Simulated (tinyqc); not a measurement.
Which stress helps holes along [110]: six-band Luttinger-Kohn model with strain.

Six-band Luttinger-Kohn model in the basis |3/2,3/2>, |3/2,1/2>, |3/2,-1/2>, |3/2,-3/2>, |1/2,1/2>, |1/2,-1/2>, electron energies, zero at the top of the unstrained valence band. H = -[rows: (P+Q, -S, R, 0, -S/r2, r2 R); (-S*, P-Q, 0, R, -r2 Q, r32 S); (R*, 0, P-Q, S, r32 S*, r2 Q); (0, R*, S*, P+Q, -r2 R*, -S*/r2); (-S*/r2, -r2 Q, r32 S, -r2 R, P+Dso, 0); (r2 R*, r32 S*, r2 Q, -S/r2, 0, P+Dso)], r2 = sqrt(2), r32 = sqrt(3/2). Levels are twofold.

P = c g1 k^2 - av tr(e); Q = c g2 (kx^2 + ky^2 - 2 kz^2) - (b/2)(exx + eyy - 2 ezz); R = c sqrt3 [-g2 (kx^2 - ky^2) + 2i g3 kx ky] + (sqrt3/2) b (exx - eyy) - i d exy; S = 2 c sqrt3 g3 (kx - i ky) kz - d (exz - i eyz); c = hbar^2/2m0, e the strain tensor (not engineering shear).

s11 = (C11 + C12)/((C11 - C12)(C11 + 2 C12)), s12 = -C12/((C11 - C12)(C11 + 2 C12)), s44 = 1/C44; exx = s11 sxx + s12 (syy + szz) and cyclic, exy = s44 sxy/2; tension is positive. A uniaxial stress X along the unit vector n is s_ij = X n_i n_j.

Constants: hbar^2/2m0 = 3.80998211 eV angstrom^2.

Values chosen for the exercise (near those of InP; not measured data): Dso = 0.103 eV (spin-orbit splitting); g1 = 5.1 (Luttinger gamma1); g2 = 1.59 (gamma2); g3 = 2.11 (gamma3); av = 0.62 eV (valence hydrostatic potential); b = -2.08 eV (tetragonal shear potential); d = -4.87 eV (trigonal shear potential); C11 = 102.4 GPa; C12 = 55.5 GPa; C44 = 47 GPa; X1 = 0.7 GPa (size of the stress).

Each load has size X1 (biaxial: sxx = syy); masses are curvatures of the top pair at k = 0.

Results:
```
load                         splitting (meV)  top edge (meV)  m [110]  m [001]
uniaxial [110], compression             54.8            29.7    0.088    0.417
uniaxial [110], tension                 37.2            26.7    0.693    0.123
uniaxial [100], compression             75.2            42.1    0.155    0.415
uniaxial [100], tension                 41.3            33.1    0.232    0.149
uniaxial [111], compression             48.6            25.6    0.119    0.196
uniaxial [111], tension                 32.3            23.0    0.334    0.196
biaxial (001), compression              41.3            27.0    0.149    0.521
biaxial (001), tension                  75.2            48.2    0.415    0.095
```

What does the comparison show, and why?

The lightest mass along [110] (0.088) comes with uniaxial [110], compression. The largest splitting (75.2 meV) comes with uniaxial [100], compression; biaxial (001), tension. The heaviest mass along [001] (0.521), which lowers the confinement energy in a (001) channel, comes with biaxial (001), compression. The splitting per GPa follows b (s11 - s12) for loads along cube axes and d s44 for [111]: here 2 |b| (s11 - s12) = 88.7 and |d| s44/sqrt3 = 59.8 meV per GPa in the limit of large Dso; where the splitting nears Dso, mixing with the split-off band makes it depend on the sign of the load.

(tinyqc, `OMP_NUM_THREADS=1 python tinyqc.py 1081167 1081168 out.jsonl`, Intel(R) Xeon(R) Processor @ 2.30GHz, 1 thread, shared host, about 0.06 s.)
